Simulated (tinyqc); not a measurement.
Worked calculation: smearing for a one-band metal on the square lattice. Values are carried at full precision from step to step, so a last printed digit may differ when a step is redone from the rounded ones.

Lattice vectors (units of a): a1 = (1, 0), a2 = (0, 1). E(k) = -t A_1(k) - t2 A_2(k), A_m the sum of cos(k . R) over the 4 nearest and 4 second lattice vectors. Mesh k = sum (j_i/N) b_i, j_i = 0 .. N-1.

Values chosen for the exercise:
- t = 0.36 eV (nearest hopping)
- t2 = 0.06 eV (second hopping)
- N = 8 (unshifted mesh)
- ne = 1.4 (electrons per cell)
- sigma = 0.18 eV (width)

## Levels on the mesh

Evaluate the band and collect equal energies with their counts.

Distinct levels:
```
E_k (eV)  points
-1.6800        1
-1.3988        4
-1.1382        4
-0.7200        4
-0.5091        8
-0.0412        4
0.0000         4
0.1200         8
0.2400         2
0.3806         4
0.5091         8
0.7200         4
0.8982         4
1.0594         4
1.2000         1
```

15 distinct levels; the mean spacing is 0.206 eV.

## Fermi level with Gaussian smearing

With x = (E_k - mu)/sigma: Gaussian f = erfc(x)/2, s = exp(-x^2)/(2 sqrt(pi)). With weights w = points/N^d (d the dimension), mu solves 2 sum w f = ne; E = 2 sum w f E_k, S = 2 sum w s, F = E - sigma S.

Weights w = points/total. Bisection from the lowest and highest level; ten steps are shown.

Bisection:
```
step  low (eV)  high (eV)  mu (eV)  electrons
1      -1.6800     1.2000  -0.2400     0.6636
2      -0.2400     1.2000   0.4800     1.4203
3      -0.2400     0.4800   0.1200     1.0104
4       0.1200     0.4800   0.3000     1.2231
5       0.3000     0.4800   0.3900     1.3173
6       0.3900     0.4800   0.4350     1.3679
7       0.4350     0.4800   0.4575     1.3940
8       0.4575     0.4800   0.4688     1.4071
9       0.4575     0.4688   0.4631     1.4006
10      0.4575     0.4631   0.4603     1.3973
```

## Occupations and energies

Converge mu, then list x, f and s of each level and form the sums.

mu = 0.4626 eV

x, f and s of each level:
```
E_k (eV)       x       f       s
-1.6800   -11.90  1.0000  0.0000
-1.3988   -10.34  1.0000  0.0000
-1.1382    -8.89  1.0000  0.0000
-0.7200    -6.57  1.0000  0.0000
-0.5091    -5.40  1.0000  0.0000
-0.0412    -2.80  1.0000  0.0001
0.0000     -2.57  0.9999  0.0004
0.1200     -1.90  0.9964  0.0075
0.2400     -1.24  0.9599  0.0611
0.3806     -0.46  0.7404  0.2292
0.5091      0.26  0.3575  0.2639
0.7200      1.43  0.0216  0.0365
0.8982      2.42  0.0003  0.0008
1.0594      3.32  0.0000  0.0000
1.2000      4.10  0.0000  0.0000
```

E = -0.4651 eV
S = 0.1051
F = -0.4840 eV
(E + F)/2 = -0.4745 eV

Levels with f between 0.001 and 0.999: 5. (E + F)/2 removes the term in sigma^2 for this scheme.

## Checks

- The slope dF/d sigma by finite differences against -S: both -0.10505.
- The slope dF/d ne by finite differences against mu (eV): both 0.46264.

tinyqc: `OMP_NUM_THREADS=1 python tinyqc.py 1682472 1682473 out.jsonl`; about 0.1 s, one thread, shared Intel(R) Xeon(R) Processor @ 2.30GHz.
